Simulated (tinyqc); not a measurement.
Which roughness does what: X-ray reflectivity of a thin film on silicon: critical angles, Parratt recursion, fringes and roughness. Computed by tinyqc, a small Python program. Command: `OMP_NUM_THREADS=1 python tinyqc.py 3120563 3120564 out.jsonl xrr walk`. One thread of a shared host (Intel(R) Xeon(R) Processor @ 2.30GHz), about 0.01 s of CPU time with the checks.

n = 1 - delta + i beta; the classical electron radius is r_e = 2.8179403e-6 nm. Layer 0 is vacuum, 1 the film, 2 the substrate.

Inputs (values chosen for the exercise, modelled on a porous low-k film on silicon, copper K-alpha radiation):

| quantity | value | unit |
|---|---|---|
| wavelength lambda | 0.15406 | nm |
| film density rho | 1.25 | g/cm^3 |
| effective electrons per unit mass, film | 0.517 | mol/g |
| beta/delta, film | 0.0098 | - |
| film thickness d | 7.14 | nm |
| roughness of the surface sigma_1 | 0.66 | nm |
| roughness of the interface sigma_2 | 0.5 | nm |
| substrate density | 2.33 | g/cm^3 |
| effective electrons per unit mass, substrate | 0.507 | mol/g |
| beta/delta, substrate | 0.023 | - |
| grazing angle theta | 2.44 | degrees |

Constants: N_A = 6.02214076e+23 1/mol.

Method:
- delta = r_e lambda^2 rho_e/(2 pi), rho_e = density x electrons per mass x N_A; critical angle sqrt(2 delta), q_c = 4 sqrt(pi r_e rho_e).
- k_j = (2 pi/lambda) sqrt(sin^2 theta - 2 delta_j + 2 i beta_j); r_ij = (k_i - k_j)/(k_i + k_j) x exp(-2 k_i k_j sigma^2) (Nevot-Croce); r = (r_01 + r_12 p)/(1 + r_01 r_12 p), p = exp(2 i k_1 d); R = |r|^2.
- Far above the critical angle the period is d theta = lambda/(2 d), or 2 pi/d in q; the envelope runs between (|r_01| - |r_12 p|)^2 and (|r_01| + |r_12 p|)^2; contrast = 2 a b/(a^2 + b^2) with a = |r_01|, b = |r_12 p|; roughness factors on the amplitudes are about exp(-q^2 sigma^2/2).
- R is averaged over one period above each angle (64 points); contrast = (max - min)/(max + min) of R theta^4 over that period. Cases: smooth; only sigma_1; only sigma_2; both.

period in theta = 0.618136 degrees

Constants:

| layer | rho_e (1/nm^3) | delta | beta | critical angle (degrees) | q_c (1/nm) |
|---|---|---|---|---|---|
| film | 389.181 | 4.14270e-06 | 4.05984e-08 | 0.164922 | 0.234788 |
| substrate | 711.402 | 7.57263e-06 | 1.74170e-07 | 0.222977 | 0.317437 |

Mean R and contrast:

| theta (degrees) | R smooth | contrast | R, sigma_1 | contrast, sigma_1 | R, sigma_2 | contrast, sigma_2 | R, both | contrast, both |
|---|---|---|---|---|---|---|---|---|
| 0.8 | 4.9277e-05 | 0.98687 | 3.0819e-05 | 0.96732 | 4.0806e-05 | 0.92228 | 2.1971e-05 | 0.99991 |
| 1.2 | 2.1648e-05 | 0.98443 | 1.1613e-05 | 0.76888 | 1.6172e-05 | 0.78834 | 6.3553e-06 | 0.97930 |
| 1.8 | 4.9772e-06 | 0.98283 | 2.0623e-06 | 0.38237 | 3.1442e-06 | 0.53447 | 4.0516e-07 | 0.90667 |
| 2.5 | 1.3307e-06 | 0.98302 | 5.4557e-07 | 0.11425 | 8.0298e-07 | 0.27533 | 1.5354e-08 | 0.77643 |
| 3.5 | 4.0969e-07 | 0.98207 | 1.5628e-07 | 0.00600 | 2.2868e-07 | 0.04789 | 1.5120e-10 | 0.81256 |

What does the comparison show, and why?

At 2.5 degrees sigma_1 alone multiplies the mean R by 0.41 and sigma_2 alone by 0.60; the contrast goes from 0.98 (smooth) to 0.11 and 0.28.
